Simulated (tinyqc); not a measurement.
## Doping and barrier from two capacitances

Inverse problem. A Schottky diode on a uniformly doped n-type layer obeys (A/C)^2 = 2 (Vbi - V - Vt)/(q eps0 eps_r Nd) in reverse bias, with phiB = Vbi + Vt ln(Nc/Nd) and image force ignored. Find Nd, Vbi and phiB.

Inputs (values chosen for the exercise); band and dielectric values close to those of silicon: temperature T = 350 K; relative permittivity eps_r = 11.6; conduction-band density of states at T Nc = 3.49e19 cm^-3; diode area A = 0.0004 cm^2.

Constants: q = 1.602176634e-19 C, kB = 1.380649e-23 J/K, Vt = kB T/q, eps0 = 8.8541878128e-14 F/cm where lengths are in cm. Results are converted to the units shown.

C at V = -0.7 and -3.4 V (pF): 122.08262  70.043911

Answer. The slope of (A/C)^2 against -V gives Nd, the intercept Vbi - Vt, and the Fermi-level depth Vt ln(Nc/Nd) is added for the barrier.

Nd = 1.500e18 cm^-3
Vbi = 0.6551 V
phiB = 0.7500 eV

Numbers from tinyqc (`OMP_NUM_THREADS=1 python tinyqc.py 2020146 2020147 out.jsonl`; about 0.07 s on one thread of a shared Intel Xeon 2.30GHz).
